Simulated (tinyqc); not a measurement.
Square on-chip spiral inductor, lumped pi model: one step of the calculation.

Outer diameter do = di + 2 n wd + 2 (n - 1) sp, mean da = (do + di)/2, fill p = (do - di)/(do + di), length l = 4 n da. L = 2.34 mu0 n^2 da/(1 + 2.75 p), mu0 = 4 pi 1e-7 H/m. Rs = rho l/(wd delta (1 - exp(-th/delta))), delta = sqrt(rho/(pi f mu0)). Cs = n wd^2 eps0 eo/hu across the coil. At each end Cox = l wd eps0 eo/(2 ho) leads to the substrate branch Rsi = 2 rs he/(l wd) in parallel with Csi = l wd eps0 11.7/(2 he). With one end grounded Y = 1/(Rs + i w L) + i w Cs + 1/[1/(i w Cox) + 1/(1/Rsi + i w Csi)], w = 2 pi f; Q = -Im Y/Re Y. Eddy currents in neighbouring turns and in the substrate are left out.

Problem. Geometry and model elements. do, l, L, delta, Rs, Cs, Cox, Rsi and Csi as defined.

Parameters, values chosen for the exercise; values of the order met in silicon radio-frequency processes:
```
symbol  value     unit                                     meaning
n         6.5                                      number of turns
wd         10       um                                  line width
sp        1.5       um                         space between turns
di        140       um                              inner diameter
th        0.9       um                             metal thickness
rho       1.9  uohm cm                           metal resistivity
ho        6.1       um                        oxide below the coil
hu          1       um            oxide between coil and underpass
eo        4.1                   relative permittivity of the oxide
rs       1000   ohm cm                       substrate resistivity
he         30       um  effective spreading depth in the substrate
f         1.7      GHz                                   frequency
```

Constants: eps0 = 8.8541878128e-12 F/m. Results are converted to the units shown.

Give: do; l; L; delta; Rs; Cs; Cox; Rsi; Csi.

Solution.

do = 286.5 um
l = 5544 um
L = 13.62 nH
delta = 1.683 um
Rs = 15.11 ohm
Cs = 23.60 fF
Cox = 165.0 fF
Rsi = 1.082e4 ohm
Csi = 95.73 fF

Numbers from tinyqc (`OMP_NUM_THREADS=1 python tinyqc.py 2302006 2302007 out.jsonl`; about 0.01 s on one thread of a shared Intel Xeon 2.30GHz).
